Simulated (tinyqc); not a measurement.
Inside a calculation. Model: field-effect mobility of a thin-film transistor with band-tail and deep states (multiple trapping). Computed by tinyqc, a small Python program that keeps every step. Command: `OMP_NUM_THREADS=1 python tinyqc.py 3006399 3006400 out.jsonl tft walk`. One thread of a shared host (Intel(R) Xeon(R) Processor @ 2.30GHz), about 0.06 s of CPU time with the checks. Intermediate numbers are printed to about 5 digits and carried at full precision; extremes and crossings named in words are read from the listed rows.

A thick film in accumulation at small drain voltage. Only free electrons move; trapped ones still screen the gate. N_c and mu_0 are held fixed when T changes, leaving out the T^(3/2) growth of N_c. x = E_0 - psi is the distance of the Fermi level below the band edge.

Inputs (values chosen for the exercise, modelled on amorphous In2O3): permittivity eps = 9; effective density of states N_c = 4.3e+18 1/cm^3; band mobility mu_0 = 62 cm^2/(V s); tail density at the edge g_t = 6.1e+19 1/(eV cm^3); tail width E_t = 34 meV; flat-band Fermi level below the edge, E_0 = 0.5 eV; equivalent oxide thickness t = 12 nm; surface band bending psi_s as a fraction of E_0 = 0.65; temperature T = 250 K.

Deep states: none.

Constants: k_B = 8.617333262e-05 eV/K; e = 1.602176634e-19 C; eps_0 = 8.8541878128e-12 F/m.

## Free and trapped densities

F_j(eta) = int_0^infinity x^j/(1 + exp(x - eta)) dx, without a gamma-function factor. Integrals over x = E/(k_B T) use 160 Gauss-Legendre points in u = sqrt(x) from 0 to sqrt(max(eta, 0) + 32). Free n(x) = N_c (2/sqrt(pi)) F_1/2(-x/k_B T), with F_1/2 from its two-term series in exp(-x/k_B T) for x >= 12 k_B T; tail n_t(x) = int_0^1.2eV g_t exp(-E/E_t)/(1 + exp((x - E)/k_B T)) dE, E counted down from the edge, 120 Gauss-Legendre points; space charge rho(psi) = n + n_t less its value at psi = 0.

Local densities at x = 0.4, 0.3, 0.2, 0.15, 0.1, 0.05, 0 and -0.05 eV:
```
x (eV)  n (1/cm^3)  n_t (1/cm^3)  n/(n + n_t)
0.40    3.7138e+10    3.5117e+13   1.0565e-03
0.30    3.8524e+12    6.6241e+14   5.7821e-03
0.20    3.9961e+14    1.2272e+16   3.1535e-02
0.15    4.0687e+15    5.1463e+16   7.3268e-02
0.10    4.1313e+16    2.0424e+17   1.6824e-01
0.05    4.0828e+17    6.9550e+17   3.6989e-01
0.00    3.2901e+18    1.5637e+18   6.7785e-01
-0.05   1.4254e+19    1.9995e+18   8.7698e-01
```

E_t/k_B T = 1.58: deep in the tail n_t follows exp(-x/E_t), more slowly than n, so the free share grows as the Fermi level rises.

## One gate voltage

Poisson: F(psi) = sqrt((2 e/(eps eps_0)) int_0^psi rho dpsi'); V_G - V_FB = psi_s + eps F(psi_s) t/3.9; free sheet density N_f = int (n - n(E_0))/F dpsi; induced sheet density N_i = eps eps_0 F(psi_s)/e; trapezoid rule on 301 even points in psi, the first interval left out of N_f. mu_eff = mu_0 N_f/N_i; field-effect mobility mu_FE = mu_0 e (dN_f/dV_G)/C_ox and swing S = dV_G/dlog10(N_f), by a central difference of +/- 2 mV in psi_s; C_ox = 3.9 eps_0/t.

surface field = 19.003 kV/cm

V_G - V_FB = 0.37762 V

free sheet density N_f = 2.1210e+09 1/cm^2

induced sheet density N_i = 9.4516e+10 1/cm^2

effective mobility mu_eff = 1.3913 cm^2/(V s)

field-effect mobility mu_FE = 1.3047 cm^2/(V s)

swing S = 129.30 mV/decade

2.2 % of the induced charge is free. mu_FE is below mu_eff, since part of dV_G goes into band bending. The swing is 2.61 times the ideal ln(10) k_B T/e.

## Transfer curve

The formulas are those given above.

Against the band bending:
```
psi_s (V)  V_G - V_FB (V)  N_f (1/cm^2)  mu_eff (cm^2/(V s))  mu_FE (cm^2/(V s))  S (mV/decade)
0.17               0.1753    1.6452e+07           1.0786e-01          1.6092e-02           81.3
0.25               0.2674    1.9848e+08           3.9392e-01          1.7165e-01           92.0
0.31               0.3522    1.3196e+09           1.0801e+00          8.8874e-01          118.1
0.36               0.4482    6.4195e+09           2.5111e+00          3.0431e+00          167.8
0.40               0.5596    2.2722e+10           4.9134e+00          7.3417e+00          246.2
0.44               0.7299    7.9745e+10           9.4962e+00          1.6049e+01          395.2
0.47               0.9249    2.0008e+11           1.5184e+01          2.6430e+01          602.0
0.51               1.3344    6.1571e+11           2.5780e+01          4.1933e+01         1167.2
0.55               1.9690    1.4908e+12           3.6266e+01          5.1452e+01         2302.8
```

The steepest swing among the rows is 81 mV/decade. mu_eff climbs from 0.11 to 36, 58 % of mu_0 in the last row. Between rows 6 and 7 N_f scales as (V_G - V_FB - psi_s)^2.04; an exponential tail holding all the charge would give the larger of 1 and 2 E_t/k_B T - 1, here 2.16, and free charge alone 1.

Checks made by the program: tail integral against adaptive quadrature (relative difference below 1e-10).
